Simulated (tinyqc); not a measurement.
# Long-channel MOSFET, surface-potential model: output curve

n-channel transistor on a uniformly doped p-type body, gradual-channel approximation, constant mobility, Boltzmann statistics, full ionisation. Potentials are counted from the neutral body; V is the electron quasi-Fermi potential, Vsb at the source and Vsb + Vds at the drain. Charges are magnitudes per area.

ni = sqrt(Nc Nv) exp(-Eg/(2 Vt)), Eg in volts; phiF = Vt ln(Na/ni); Cox = eps0 eox/tox; gamma = sqrt(2 q eps0 eps_r Na)/Cox. The surface potential psi at channel potential V solves Vgs + Vsb - Vfb - psi = gamma sqrt(G), G = psi - Vt + Vt exp((psi - 2 phiF - V)/Vt). Charge sheet: Qi = Cox gamma [sqrt(G) - sqrt(psi - Vt)]; I = mu (W/L) [integral of Qi dpsi from psi_0 to psi_L (drift) + Vt (Qi0 - QiL) (diffusion)], with psi_0 at V = Vsb and psi_L at V = Vsb + Vds. Pao-Sah: Qi(V) = (Cox gamma/2) integral from 3 Vt to psi of exp((u - 2 phiF - V)/Vt)/sqrt(G(u, V)) du, and I = mu (W/L) integral of Qi dV from Vsb to Vsb + Vds. Square law: VT = Vfb + 2 phiF + gamma sqrt(2 phiF + Vsb), m = 1 + gamma/(2 sqrt(2 phiF + Vsb)), I = mu Cox (W/L) [(Vgs - VT) v - m v^2/2] with v the smaller of Vds and (Vgs - VT)/m, and zero below VT.

Values chosen for this exercise; material values those of a made-up semiconductor:
- T = 300 K (temperature)
- Eg = 1.19 eV (band gap)
- eps_r = 9.67 (relative permittivity of the semiconductor)
- Nc = 3.37e19 cm^-3 (conduction-band density of states at T)
- Nv = 2.43e19 cm^-3 (valence-band density of states at T)
- Na = 3.9e16 cm^-3 (acceptor density of the body)
- eox = 4.04 (relative permittivity of the gate insulator)
- tox = 2.6 nm (insulator thickness)
- Vfb = -0.85 V (flat-band voltage)
- mu = 130 cm^2/(V s) (channel mobility)
- W = 2 um (gate width)
- L = 5 um (gate length)
- Vsb = 0 V (source-body reverse bias)
- Vgs = 0.37 V (gate-source voltage)

Constants: q = 1.602176634e-19 C, kB = 1.380649e-23 J/K, Vt = kB T/q, eps0 = 8.8541878128e-14 F/cm where lengths are in cm. Results are converted to the units shown.

Results:
```
Vds (V),psi_L (V),QiL (nC/cm^2),"I, charge sheet (uA)","I, Pao-Sah (uA)","I, square law (uA)"
0.05,1.035,150.4,0.4301,0.4664,0.9868
0.1,1.071,99.52,0.7303,0.7936,1.787
0.15,1.102,55.19,0.9149,0.9950,2.402
0.26,1.138,3.837,1.039,1.128,3.098
0.31,1.140,0.6137,1.044,1.133,3.132
0.36,1.141,0.09018,1.045,1.134,3.132
0.41,1.141,0.01307,1.045,1.134,3.132
0.46,1.141,0.001890,1.045,1.134,3.132
```

Estimate the missing row, Vds = 0.2 V.

Computed row:
```
Vds (V),psi_L (V),QiL (nC/cm^2),"I, charge sheet (uA)","I, Pao-Sah (uA)","I, square law (uA)"
0.2,1.125,22.11,1.006,1.094,2.830
```

With this row back in the table: The Pao-Sah current rises from 0.466 to 1.13 uA, while the charge at the drain end falls from 150 to 0.00189 nC/cm^2. The current first comes within 1 % of its last value at Vds = 0.26 V among the rows listed; the square law saturates at (Vgs - VT)/m = 0.290 V. Over the last two rows psi_L moves by less than 1 mV: the drain has lost hold of the surface potential, so the current no longer grows. In the last row the charge sheet is 7.9 % below Pao-Sah and the square law 2.76 times it. In every row the surface electron density at the source passes 0.3 Nc, where degeneracy and quantisation, left out here, matter.

Computed by the program tinyqc: `OMP_NUM_THREADS=1 python tinyqc.py 2360116 2360117 out.jsonl`, one thread of a shared Intel Xeon 2.30GHz, about 0.05 s for the whole run.
